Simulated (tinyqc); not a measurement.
Worked calculation: composition and strain of an epitaxial Si(1-x)Ge(x) layer from Raman and X-ray peaks. Computed by tinyqc, a small Python program that keeps every step. Command: `OMP_NUM_THREADS=1 python tinyqc.py 3031203 3031204 out.jsonl epiraman walk`. One thread of a shared host (Intel(R) Xeon(R) Processor @ 2.30GHz), about 0.01 s of CPU time with the checks. Intermediate numbers are printed to about 5 digits and carried at full precision; extremes and crossings named in words are read from the listed rows.

A (001) layer, biaxially strained in the plane. The Raman peaks follow empirical lines omega = w0 + c1 x + c3 x^3 + b eps (c3 for Si-Ge alone), with eps the in-plane strain.

Inputs (values chosen for the exercise, modelled on silicon-germanium):
```
quantity,value,unit
Ge fraction x,0.69,-
degree of relaxation R,0,-
lattice constant of Si,5.431,angstrom
lattice constant of Ge,5.658,angstrom
bowing B,0.028,angstrom
2 C12/C11 of Si,0.773,-
2 C12/C11 of Ge,0.757,-
Si-Si: w0,520.9,1/cm
Si-Si: c1,-64.4,1/cm
Si-Si: strain coefficient b,-765,1/cm
Si-Ge: w0,400.5,1/cm
Si-Ge: c1,25.6,1/cm
Si-Ge: c3,-35.1,1/cm
Si-Ge: strain coefficient b,-595,1/cm
Ge-Ge: w0,280.5,1/cm
Ge-Ge: c1,19.5,1/cm
Ge-Ge: strain coefficient b,-434,1/cm
uncertainty of a Raman peak,0.3,1/cm
X-ray wavelength,1.540598,angstrom
```

Substrate: silicon. Pair of peaks used: Si-Si and Si-Ge.

## Lattice constants and strain

Relaxed lattice constant a(x) = a_Si + (a_Ge - a_Si) x - B x (1 - x). In-plane constant a_par = a_sub + R (a(x) - a_sub); eps = a_par/a(x) - 1; eps_perp = -(2 C12/C11) eps with 2 C12/C11 linear in x; a_perp = a(x) (1 + eps_perp).

relaxed constant a(x) = 5.5816 angstrom

substrate constant a_sub = 5.431 angstrom

a_par = 5.431 angstrom

in-plane strain eps = -26.989 per mille

strain along the normal = 20.564 per mille

a_perp = 5.6964 angstrom

The layer is under compression in the plane and is stretched along the normal. Caution: strains above 2 % survive only in layers a few nanometres thick, and the linear relations lose accuracy.

## Raman peaks

Insert x and eps in the three lines; the strain part is b eps.

Si-Si peak = 497.11 1/cm

Si-Ge peak = 422.69 1/cm

Ge-Ge peak = 305.67 1/cm

strain parts (1/cm): Si-Si 20.646, Si-Ge 16.058, Ge-Ge 11.713

Read as unstrained, the Si-Si peak would give x = 0.369 in place of 0.69.

## X-ray (004) reflection

Bragg angle theta = arcsin(2 lambda/a) for (004), for the substrate with a_sub and the layer with a_perp; separation in arc seconds.

theta of the substrate = 34.565 degree

theta of the layer = 32.745 degree

separation, layer less substrate = -6550.8 arcsec

## Back from two peaks to composition and strain

Unknowns x and eps (per mille). Newton steps: J d = (measured - model), J = [d omega/dx, d omega/d eps] for the two peaks; start at x = 0.5, eps = 0; stop when |d| < 1e-9. The peaks are rounded to 0.001 per cm; R = (a(x)(1 + eps) - a_sub)/(a(x) - a_sub).

peaks used (1/cm): Si-Si 497.110, Si-Ge 422.692

Iterations:
```
step,x,eps (per mille),residual 1 (1/cm),residual 2 (1/cm)
0,0.50000,0.000,8.41,1.3780e+01
1,0.64663,-23.337,0.00,1.2427e+00
2,0.68589,-26.642,0.00,1.0703e-01
3,0.68998,-26.986,0.00,1.2122e-03
4,0.69003,-26.990,0.00,1.6345e-07
5,0.69003,-26.990,0.00,0
```

recovered x = 0.69003

recovered eps = -26.990 per mille

recovered R = 0

## Which pair of peaks is best

For each pair invert J = [d omega/dx, d omega/d eps] at the true x. Independent errors of the given size in both peaks give sigma_x and sigma_eps = uncertainty x (norm of the rows of the inverse of J).

Error propagation:
```
pair,det J,sigma_x,sigma_eps (per mille)
Si-Si and Si-Ge,19.550,0.014872,1.0575
Si-Si and Ge-Ge,42.8671,0.0061553,0.47090
Si-Ge and Ge-Ge,22.250,0.0099299,0.42255
```

The pair Si-Si and Ge-Ge fixes x best (sigma_x = 0.0062) and Si-Si and Si-Ge worst (0.015), a factor 2.4. Strain moves all peaks the same way, so a good pair needs different ratios of composition slope to strain coefficient, best of opposite sign; the slopes here are -64.4, -24.5 and 19.5 per cm for Si-Si, Si-Ge and Ge-Ge. Errors in the coefficients themselves are not counted.

## Relaxation at fixed composition

(004) Bragg angle theta = arcsin(2 lambda/a), with a = a_perp for the layer and a_sub for the substrate; separation = layer less substrate. The apparent x is the one that a fully strained layer (R = 0) would need to give the same a_perp.

Signatures:
```
R,eps (per mille),Si-Si (1/cm),Ge-Ge (1/cm),a_perp (angstrom),(004) separation (arcsec),apparent x if R = 0 is assumed
0.00,-26.989,497.11,305.67,5.6964,-6550.8,0.69000
0.15,-22.940,494.01,303.91,5.6792,-6148.4,0.64845
0.30,-18.892,490.92,302.15,5.6620,-5743.0,0.60652
0.50,-13.494,486.79,299.81,5.6390,-5197.9,0.54999
0.70,-8.097,482.66,297.47,5.6161,-4647.3,0.49273
0.85,-4.048,479.56,295.71,5.5989,-4230.8,0.44929
1.00,0.000,476.46,293.95,5.5816,-3811.2,0.40540
```

Full relaxation moves the Si-Si peak by -20.65 per cm and shrinks the X-ray separation to 58 % of its strained value, about 1/(1 + 2 C12/C11). A symmetric reflection alone cannot part x from R: a relaxed layer read as strained gives x = 0.405 in place of 0.69. An asymmetric reflection or a second peak is needed.

Checks made by the program: recovered composition (relative difference 4e-05).
